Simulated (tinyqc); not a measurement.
Fully depleted semiconductor-on-insulator film with two gates, non-linear Poisson equation by Newton steps: one step of the calculation.

One dimension across the film, front interface at x = 0, back interface at x = ts. psi is counted from the intrinsic level, n = ni exp(psi/Vt) (source grounded), holes neglected, acceptors ionised. Gates act through Cox = eps0 eox/tox and Cbox = 3.9 eps0/tb with potentials G1 = Vg - (phiM - chi - Vt ln(Nc/ni)) and G2 = Vb - (phiB - chi - Vt ln(Nc/ni)). Classical Boltzmann densities, no interface charge, no depletion in the back plane.

Question. Electron sheet density, centroid and oxide fields. n_i = ni exp(psi_i/Vt); N_inv = sum w_i n_i with w = ts/8, halved at the ends; centroid sum w n x/N_inv; fields (G1 - psi_0)/tox and (G2 - psi_8)/tb.

Parameters, values chosen for the exercise; band and dielectric values close to those of silicon:
- T = 350 K (temperature)
- tox = 1.2 nm (insulator thickness)
- ts = 5.4 nm (film thickness)
- tb = 85 nm (buried-oxide thickness (eps_r 3.9))

Constants: q = 1.602176634e-19 C, kB = 1.380649e-23 J/K, Vt = kB T/q. Results are converted to the units shown.

converged psi, node 0 to 8 (V): 0.37455084  0.37344647  0.37238909  0.37137748  0.37041054  0.36948722  0.36860657  0.36776770  0.36696980
ni = 2.1074054e11 cm^-3
G1 = 0.38062104 V
G2 = 0.070621043 V

Give: n; N_inv; centroid; field in the front oxide; field in the buried oxide.

Answer.

n, node 0 to 8 (cm^-3): 5.21e16  5.03e16  4.85e16  4.69e16  4.54e16  4.41e16  4.28e16  4.16e16  4.05e16
N_inv = 2.47e10 cm^-2
centroid = 2.58 nm
field in the front oxide = 0.0506 MV/cm
field in the buried oxide = -0.0349 MV/cm

The centroid lies at 0.48 of the film, so the electrons fill the film, with n at the back 0.778 times that at the front.

Range of the model: In so thin a film or at such density quantum confinement moves the charge away from the interfaces and raises the threshold.

Program tinyqc, `OMP_NUM_THREADS=1 python tinyqc.py 2190149 2190150 out.jsonl`; Intel Xeon 2.30GHz, shared host, one thread, about 0.6 s.
